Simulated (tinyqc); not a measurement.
CIS and TDHF on RHF in the 3-21g basis, for H3+, spin multiplicity 1, step by step. One step of it, computed by the program tinyqc.

Task: TDHF (RPA) triplet states. B(ia,jb) = - (ib|ja); the squared energies are the eigenvalues of (A - B)(A + B); 1 hartree = 27.211386 eV.

CIS matrix A, triplet (hartree):
```
          1>2        1>3        1>4       1>5       1>6
1>2  0.636691   0.000000   0.000000  0.165101  0.000000
1>3  0.000000   0.636779  -0.000009  0.000000  0.165095
1>4  0.000000  -0.000009   1.138502  0.000000  0.000014
1>5  0.165101   0.000000   0.000000  1.587719  0.000000
1>6  0.000000   0.165095   0.000014  0.000000  1.587863
```

Two-electron integrals over orbitals (pq|rs), unique and non-zero (hartree):
```
(11|11) 0.720179    (21|21) 0.084723    (22|11) 0.484731    (22|22) 0.437074
(31|11) 0.000021    (31|22) -0.032817   (31|31) 0.084705    (32|21) -0.032827
(32|32) 0.032036    (33|11) 0.484710    (33|22) 0.373004    (33|31) 0.032816
(33|33) 0.437043    (41|11) 0.152952    (41|22) 0.050887    (41|31) 0.000008
(41|33) 0.050876    (41|41) 0.077086    (42|21) -0.020356   (42|32) 0.011863
(42|42) 0.039376    (43|11) 0.000009    (43|22) 0.011867    (43|31) -0.020368
(43|33) -0.011859   (43|41) 0.000008    (43|43) 0.039386    (44|11) 0.502628
(44|22) 0.392562    (44|31) 0.000018    (44|33) 0.392561    (44|41) 0.068358
(44|43) -2.16e-06   (44|44) 0.406900    (51|21) -0.079951   (51|32) 0.031358
(51|42) -0.013818   (51|51) 0.111735    (52|11) -0.165101   (52|22) -0.081014
(52|31) 0.028189    (52|33) -0.064378   (52|41) -0.064528   (52|43) 0.005316
(52|44) -0.077952   (52|52) 0.092209    (53|21) 0.028191    (53|32) -0.008310
(53|42) 0.005324    (53|51) -0.039851   (53|53) 0.020698    (54|21) -0.070311
(54|32) 0.027337    (54|42) 0.014125    (54|51) 0.075495    (54|53) -0.026109
(54|54) 0.072652    (55|11) 0.636532    (55|22) 0.486452    (55|31) -0.063478
(55|33) 0.417517    (55|41) 0.130889    (55|43) -0.002166   (55|44) 0.461733
(55|52) -0.174825   (55|55) 0.668118    (61|11) -0.000012   (61|22) 0.031363
(61|31) -0.079945   (61|33) -0.031353   (61|41) -0.000008   (61|43) -0.013807
(61|44) -0.000011   (61|52) -0.039861   (61|55) 0.083680    (61|61) 0.111749
(62|21) 0.028207    (62|32) -0.008318   (62|42) 0.005322    (62|51) -0.039869
(62|53) 0.019304    (62|54) -0.026123   (62|62) 0.020711    (63|11) -0.165095
(63|22) -0.064383   (63|31) -0.028198   (63|33) -0.080994   (63|41) -0.064525
(63|43) -0.005320   (63|44) -0.077951   (63|52) 0.052200    (63|55) -0.114566
(63|61) 0.039857    (63|63) 0.092192    (64|11) -0.000014   (64|22) 0.027334
(64|31) -0.070300   (64|33) -0.027329   (64|41) -0.000007   (64|43) 0.014132
(64|44) -0.000015   (64|52) -0.026114   (64|55) 0.063537    (64|61) 0.075502
(64|63) 0.026117    (64|64) 0.072649    (65|21) -0.063512   (65|32) 0.034467
(65|42) -0.002181   (65|51) 0.083691    (65|53) -0.030126   (65|54) 0.063554
(65|62) -0.030141   (65|65) 0.073241    (66|11) 0.636583    (66|22) 0.417554
(66|31) 0.063493    (66|33) 0.486434    (66|41) 0.130910    (66|43) 0.002184
(66|44) 0.461768    (66|52) -0.114592   (66|55) 0.521735    (66|61) -0.083676
(66|63) -0.174825   (66|64) -0.063540   (66|66) 0.668173
```

Give: TDHF matrix B, triplet; squared energies w^2; TDHF energies from the positive w^2.

Result:

TDHF matrix B, triplet (hartree):
```
         1>2      1>3      1>4      1>5      1>6
1>2  -0.0847   0.0000   0.0000   0.0800   0.0000
1>3   0.0000  -0.0847   0.0000   0.0000   0.0799
1>4   0.0000   0.0000  -0.0771   0.0000   0.0000
1>5   0.0800   0.0000   0.0000  -0.1117   0.0000
1>6   0.0000   0.0799   0.0000   0.0000  -0.1117
```

squared energies w^2 (hartree^2): 0.3546  0.3547  1.2902  2.5937  2.5941

TDHF energies from the positive w^2 (eV): 16.2040  16.2066  30.9091  43.8238  43.8276
